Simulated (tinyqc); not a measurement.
n-type polysilicon, carrier trapping at grain boundaries: two steps of the calculation.

One-dimensional grains of size Lg, uniform ionised doping N, monovalent traps Qt at each boundary at a depth Et below (for electrons) or above (for holes) the band edge there, abrupt depletion of width W on each side of a boundary, Boltzmann statistics. xi is the distance from the band edge at the grain centre to the Fermi level. Trapped charge Qt/(1 + exp((xi + VB - Et)/Vt)) = 2 N W, barrier VB = q N W^2/(2 eps0 eps_r).

Inputs (values chosen for the exercise); values of the order met in polycrystalline silicon: temperature T = 300 K; relative permittivity eps_r = 11.7; conduction-band density of states at T NB = 2.8e19 cm^-3; grain size Lg = 53 nm; trap density of a grain boundary Qt = 9.3e11 cm^-2; depth of the trap level from the majority band edge at the boundary Et = 0.4 eV; mass for thermionic emission ms = 0.4 m0; correction factor of the emission rate fe = 1; mobility inside the grains mug = 150 cm^2/(V s); doping N = 5.1e16 cm^-3.

Constants: q = 1.602176634e-19 C, kB = 1.380649e-23 J/K, m0 = 9.1093837015e-31 kg, Vt = kB T/q, eps0 = 8.8541878128e-14 F/cm where lengths are in cm. Results are converted to the units shown.

Task 1. Depletion width, Fermi level and barrier. If the trap equation with xi = Vt ln(NB/N) has a root W < Lg/2, the grain is partly depleted; otherwise W = Lg/2 and the trap equation gives xi = Et - VB + Vt ln(Qt/(N Lg) - 1). N* = Qt/Lg.

Wanted: N*; W; xi; VB; share of traps filled.

Result 1.

N* = 1.7547e17 cm^-3
W = 26.500 nm
xi = 0.39537 V
VB = 0.027695 V
share of traps filled = 0.29065

N is 0.291 N*, and the grain is fully depleted; VB = 1.07 Vt.

Task 2. Resistivity and effective mobility. n0 = NB exp(-xi/Vt); mean density n0 (1 - 2 W/Lg) by charge balance in a partly depleted grain, and n0 (sqrt(pi)/2) erf(u)/u with u = sqrt(VB/Vt) in a fully depleted one; v = sqrt(kB T/(2 pi ms m0)); barrier resistivity Vt exp(VB/Vt)/(q fe n0 v Lg); grain resistivity (1 - 2 W/Lg)/(q n0 mug); effective mobility 1/(q mean density total resistivity).

W = 26.5 nm
xi = 0.39537111 V
VB = 0.027695406 V

Give: n0; mean density; v; barrier resistivity; grain resistivity; resistivity; effective mobility.

Result 2.

n0 = 6.3858e12 cm^-3
mean density = 4.6844e12 cm^-3
v = 4.2534e6 cm/s
barrier resistivity = 3272.0 ohm cm
grain resistivity = 0.0000 ohm cm
resistivity = 3272.0 ohm cm
effective mobility = 407.21 cm^2/(V s)

The resistivity is 4010 times that of a single crystal with the same N and mobility mug, and the mean density is 0.00919 % of N. The effective mobility exceeds mug only because drift through the depleted grain is left out.

Numbers from tinyqc (`OMP_NUM_THREADS=1 python tinyqc.py 2830088 2830089 out.jsonl`; about 0.01 s on one thread of a shared Intel Xeon 2.30GHz).
